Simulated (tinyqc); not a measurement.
Length of a polyene: Hueckel, PPP and singles CI along the polyenes. Computed by the program tinyqc. Hueckel uses the same beta without repulsion; CIS keeps all single excitations and so misses the low, doubly excited 2Ag state. W is the valence ionisation energy of a centre, MN the Mataga-Nishimoto formula, f the oscillator strength.

All-trans chains of carbon centres 1.40 angstrom apart:
```
parameter,value
"beta (eV), times 1 +/- alternation",-2.140000
alternation,0
W (eV),11.160000
gamma_rr (eV),11.040000
repulsion formula,Ohno
```

Gaps and excitations (eV):
```
centres,Hueckel gap,PPP orbital gap,bright singlet (CIS),f,lowest triplet (CIS)
2,4.280,11.806,6.037,0.518,2.523
4,2.645,9.283,4.696,0.998,1.604
6,1.905,7.978,3.875,1.414,1.164
8,1.486,7.183,3.331,1.779,0.921
10,1.218,6.653,2.947,2.101,0.772
```

What does the comparison show, and why?

The Hueckel gap tends to 4 x alternation x |beta| = 0.00 eV for long chains (zero without alternation, falling as 1/N). Exchange opens the PPP orbital gap, and the attraction of electron and hole brings the bright state 3.71 eV below it at 10 centres; the triplet lies 2.18 eV lower still.
